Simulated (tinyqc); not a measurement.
G0W0 on RHF in the sto-6g basis, for BeH2, spin multiplicity 1, step by step. One step of it, computed by the program tinyqc.

Task: G0W0 on Hartree-Fock: HOMO. W(p,q,m) = sqrt2 sum_ia (pq|ia) (X+Y)_ia,m; Sigma_c(x) = sum_(i,m) W^2/(x - e_i + w_m) + sum_(a,m) W^2/(x - e_a - w_m); solve x = e_p + Sigma_c(x) by Newton steps; Z = 1/(1 - dSigma/dx); 1 hartree = 27.211386 eV.

orbital energies (hartree): MO1 -4.601449, MO2 -0.423100, MO3 -0.382215, MO4 0.210239, MO5 0.210239, MO6 0.364863, MO7 0.716411

Two-electron integrals over orbitals (pq|rs), unique and non-zero (hartree):
```
(11|11) 2.280988    (21|11) -0.188243   (21|21) 0.024443    (22|11) 0.461526
(22|21) -0.005728   (22|22) 0.376825    (31|11) -0.003457   (31|21) 0.000345
(31|22) -0.000562   (31|31) 0.005228    (32|11) 0.000207    (32|21) -0.000292
(32|22) -0.006700   (32|31) 0.011171    (32|32) 0.160160    (33|11) 0.423667
(33|21) -0.002117   (33|22) 0.388542    (33|31) 0.000367    (33|32) 0.005548
(33|33) 0.412120    (41|41) 0.016024    (42|41) 0.014715    (42|42) 0.046960
(43|41) 0.000276    (43|42) 0.000623    (43|43) 0.012656    (44|11) 0.570059
(44|21) -0.006873   (44|22) 0.354275    (44|31) -0.000123   (44|32) 0.000025
(44|33) 0.337142    (44|44) 0.450117    (51|51) 0.016024    (52|51) 0.014715
(52|52) 0.046960    (53|51) 0.000276    (53|52) 0.000623    (53|53) 0.012656
(54|54) 0.024258    (55|11) 0.570059    (55|21) -0.006873   (55|22) 0.354275
(55|31) -0.000123   (55|32) 0.000025    (55|33) 0.337142    (55|44) 0.401601
(55|55) 0.450117    (61|11) -0.200604   (61|21) 0.026664    (61|22) -0.006302
(61|31) 0.000548    (61|32) 0.000058    (61|33) -0.002929   (61|44) -0.005454
(61|55) -0.005454   (61|61) 0.029210    (62|11) 0.139653    (62|21) -0.006465
(62|22) -0.016232   (62|31) -0.000060   (62|32) 0.001990    (62|33) -0.041396
(62|44) 0.066687    (62|55) 0.066687    (62|61) -0.005795   (62|62) 0.083225
(63|11) 0.003948    (63|21) -0.000131   (63|22) 0.003418    (63|31) -0.000488
(63|32) -0.092036   (63|33) -0.004339   (63|44) 0.001971    (63|55) 0.001971
(63|61) -0.000134   (63|62) 0.000899    (63|63) 0.086108    (64|41) 0.016279
(64|42) 0.046672    (64|43) 0.000977    (64|64) 0.050211    (65|51) 0.016279
(65|52) 0.046672    (65|53) 0.000977    (65|65) 0.050211    (66|11) 0.472026
(66|21) -0.007242   (66|22) 0.378715    (66|31) -0.000023   (66|32) 0.001309
(66|33) 0.389411    (66|44) 0.356054    (66|55) 0.356054    (66|61) -0.007452
(66|62) -0.026361   (66|63) -0.001578   (66|66) 0.395519    (71|11) 0.001257
(71|21) -0.000368   (71|22) -0.000680   (71|31) 0.009873    (71|32) 0.017733
(71|33) 0.000673    (71|44) 0.000024    (71|55) 0.000024    (71|61) -0.000080
(71|62) 0.000104    (71|63) 0.000226    (71|66) 0.000231    (71|71) 0.018860
(72|11) -0.003545   (72|21) 0.000032    (72|22) 0.001815    (72|31) 0.004435
(72|32) -0.040697   (72|33) -0.000836   (72|44) -0.001589   (72|55) -0.001589
(72|61) 0.000151    (72|62) -0.002845   (72|63) 0.062957    (72|66) 0.000084
(72|71) 0.008228    (72|72) 0.058023    (73|11) 0.149924    (73|21) -0.003922
(73|22) -0.000616   (73|31) 0.000045    (73|32) 0.000165    (73|33) -0.018289
(73|44) 0.069431    (73|55) 0.069431    (73|61) -0.003504   (73|62) 0.078835
(73|63) 0.002827    (73|66) -0.019473   (73|71) 0.000216    (73|72) -0.001341
(73|73) 0.087164    (74|41) -0.000113   (74|42) -0.000585   (74|43) 0.013320
(74|64) -0.000232   (74|74) 0.016932    (75|51) -0.000113   (75|52) -0.000585
(75|53) 0.013320    (75|65) -0.000232   (75|75) 0.016932    (76|11) 0.000141
(76|21) -0.000197   (76|22) -0.005488   (76|31) 0.009934    (76|32) 0.140322
(76|33) 0.005460    (76|44) -0.000079   (76|55) -0.000079   (76|61) 0.000110
(76|62) 0.001516    (76|63) -0.090653   (76|66) 0.001581    (76|71) 0.016238
(76|72) -0.048243   (76|73) -0.000139   (76|76) 0.136360    (77|11) 0.549005
(77|21) -0.007165   (77|22) 0.403341    (77|31) -0.000241   (77|32) -0.002214
(77|33) 0.419510    (77|44) 0.378827    (77|55) 0.378827    (77|61) -0.007525
(77|62) -0.020026   (77|63) 0.000997    (77|66) 0.413459    (77|71) -0.000122
(77|72) 0.000956    (77|73) 0.002138    (77|76) -0.001564   (77|77) 0.457170
```

excitation energies w (hartree): 0.617235  0.617235  0.720861  0.720861  0.865362  0.881608  1.276165  1.302519  4.843678  4.843678  5.024405  5.355470

X + Y:
```
             1          2          3          4          5          6          7          8
1>4   0.000000  -0.000089   0.000017  -0.011573   0.000000   0.000000   0.000000   0.000000
1>5  -0.000089   0.000000  -0.011573  -0.000017   0.000000   0.000000   0.000000   0.000000
1>6   0.000000   0.000000   0.000000   0.000000  -0.000077   0.003105   0.000229   0.003840
1>7   0.000000   0.000000   0.000000   0.000000   0.001825   0.000015  -0.005905   0.000377
2>4   0.000001  -0.011094  -0.001381   0.937263   0.000000   0.000000   0.000000   0.000000
2>5  -0.011094  -0.000001   0.937263   0.001381   0.000000   0.000000   0.000000   0.000000
2>6   0.000000   0.000000   0.000000   0.000000  -0.047928   0.887967   0.016884   0.263554
2>7   0.000000   0.000000   0.000000   0.000000  -0.315290  -0.004861   0.904610  -0.083789
3>4  -0.000095   0.979662  -0.000015   0.009928   0.000000   0.000000   0.000000   0.000000
3>5   0.979662   0.000095   0.009928   0.000015   0.000000   0.000000   0.000000   0.000000
3>6   0.000000   0.000000   0.000000   0.000000   0.892159   0.045359   0.210186  -0.008843
3>7   0.000000   0.000000   0.000000   0.000000   0.004353  -0.379154   0.080930   0.860075

            9        10         11         12
1>4  0.000000  0.996682   0.000000   0.000000
1>5  0.996682  0.000000   0.000000   0.000000
1>6  0.000000  0.000000   0.994199  -0.000461
1>7  0.000000  0.000000   0.000493   0.996478
2>4  0.000000  0.001620   0.000000   0.000000
2>5  0.001620  0.000000   0.000000   0.000000
2>6  0.000000  0.000000  -0.000752   0.000012
2>7  0.000000  0.000000   0.000030   0.001378
3>4  0.000000  0.000028   0.000000   0.000000
3>5  0.000028  0.000000   0.000000   0.000000
3>6  0.000000  0.000000  -0.000016   0.000033
3>7  0.000000  0.000000  -0.000658   0.000035
```

Give: The 12 largest terms at x = e_p; Newton steps; quasiparticle energy of the HOMO; Hartree-Fock value.

Result:

The 12 largest terms at x = e_p (hartree; W for the signs of X + Y given):
```
q   m        W       term
2   5  -0.0981     0.0106
7   8   0.1355    -0.0076
6   7   0.1065    -0.0056
2   7  -0.0795     0.0048
6   5   0.0805    -0.0040
3   6  -0.0425     0.0020
7   6   0.0524    -0.0014
3   8  -0.0375     0.0011
5   1   0.0175  -2.54e-04
4   2   0.0175  -2.54e-04
2  12   0.0249   1.15e-04
7   7   0.0110  -5.08e-05
```

Newton steps (hartree):
```
step        x  Sigma_c(x)       Z
0     -0.3822   -4.91e-04  0.9726
1     -0.3827   -4.77e-04  0.9726
2     -0.3827   -4.77e-04  0.9726
```

quasiparticle energy of the HOMO = -10.4136 eV

Hartree-Fock value = -10.4006 eV
